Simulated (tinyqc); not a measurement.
# Scale length and barrier from the threshold roll-off

Inverse problem. For L well above Lambda the threshold falls by 2 m sqrt(A (A + Vds)) exp(-pi L/(2 Lambda)), A being the height of the source potential over the barrier top; the two values follow this form. Find Lambda and A.

Values chosen for this exercise:
- m = 1 (long-channel body factor)
- Vds = 0.5 V (drain voltage)

threshold lowering at L = 18 and 29 nm (mV): [55.039434, 8.1904196]

Answer. The ratio of the two values gives Lambda; the prefactor gives A (A + Vds), a quadratic with one positive root.

Lambda = 9.070 nm
A = 0.4200 V

Computed by the program tinyqc: `OMP_NUM_THREADS=1 python tinyqc.py 2420144 2420145 out.jsonl`, one thread of a shared Intel Xeon 2.30GHz, about 0.06 s for the whole run.
